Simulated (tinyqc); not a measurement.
Hueckel theory of the pi electrons, for the molecule O=Cc1cccs1 (SMILES; centres numbered as the heavy atoms are written), step by step. One step of it, computed by the program tinyqc.

Problem. Orbitals. Diagonalise; E = alpha + x beta with beta < 0, so the largest x are filled first; degenerate levels share their electrons. P = sum n_i c_ri c_si; each orbital has its largest coefficient positive (the first on a tie).

Hueckel matrix in units of beta (H = alpha + beta A), order 1O, 2C, 3C, 4C, 5C, 6C, 7S:
$$\begin{pmatrix}
1.000000 & 1.000000 & 0.000000 & 0.000000 & 0.000000 & 0.000000 & 0.000000 \\
1.000000 & 0.000000 & 1.000000 & 0.000000 & 0.000000 & 0.000000 & 0.000000 \\
0.000000 & 1.000000 & 0.000000 & 1.000000 & 0.000000 & 0.000000 & 0.650000 \\
0.000000 & 0.000000 & 1.000000 & 0.000000 & 1.000000 & 0.000000 & 0.000000 \\
0.000000 & 0.000000 & 0.000000 & 1.000000 & 0.000000 & 1.000000 & 0.000000 \\
0.000000 & 0.000000 & 0.000000 & 0.000000 & 1.000000 & 0.000000 & 0.650000 \\
0.000000 & 0.000000 & 0.650000 & 0.000000 & 0.000000 & 0.650000 & 1.000000
\end{pmatrix}$$

pi electrons, sum of z_r less the charge = 8

Give: x values; occupations; coefficients; charge and bond-order matrix P.

Solution.

x values: [2.1354, 1.6250, 1.0000, 0.7083, -0.4037, -1.2804, -1.7847]

occupations: [2.0000, 2.0000, 2.0000, 2.0000, 0.0000, 0.0000, 0.0000]

coefficients, order 1O, 2C, 3C, 4C, 5C, 6C, 7S:
$$\begin{pmatrix}
0.3426 & 0.6788 & 0.0000 & -0.4526 & -0.4036 & 0.1861 & 0.1391 \\
0.3890 & 0.4243 & 0.0000 & 0.1320 & 0.5666 & -0.4243 & -0.3875 \\
0.4881 & 0.0106 & 0.0000 & 0.5462 & 0.1749 & 0.3573 & 0.5524 \\
0.3697 & -0.1908 & -0.4785 & 0.2820 & -0.4499 & 0.1337 & -0.5459 \\
0.3014 & -0.3208 & -0.4785 & -0.3464 & 0.0067 & -0.5284 & 0.4219 \\
0.2740 & -0.3304 & 0.0000 & -0.5274 & 0.4472 & 0.5429 & -0.2071 \\
0.4363 & -0.3325 & 0.7362 & -0.0418 & -0.2881 & -0.2566 & -0.0806
\end{pmatrix}$$

charge and bond-order matrix P, order 1O, 2C, 3C, 4C, 5C, 6C, 7S:
$$\begin{pmatrix}
1.5662 & 0.7231 & -0.1455 & -0.2610 & 0.0847 & 0.2166 & -0.1146 \\
0.7231 & 0.6976 & 0.5330 & 0.2002 & -0.1291 & -0.2065 & 0.0462 \\
-0.1455 & 0.5330 & 1.0733 & 0.6650 & -0.0909 & -0.3156 & 0.3732 \\
-0.2610 & 0.2002 & 0.6650 & 0.9633 & 0.6080 & 0.0312 & -0.2786 \\
0.0847 & -0.1291 & -0.0909 & 0.6080 & 1.0855 & 0.7425 & -0.1993 \\
0.2166 & -0.2065 & -0.3156 & 0.0312 & 0.7425 & 0.9247 & 0.5029 \\
-0.1146 & 0.0462 & 0.3732 & -0.2786 & -0.1993 & 0.5029 & 1.6893
\end{pmatrix}$$
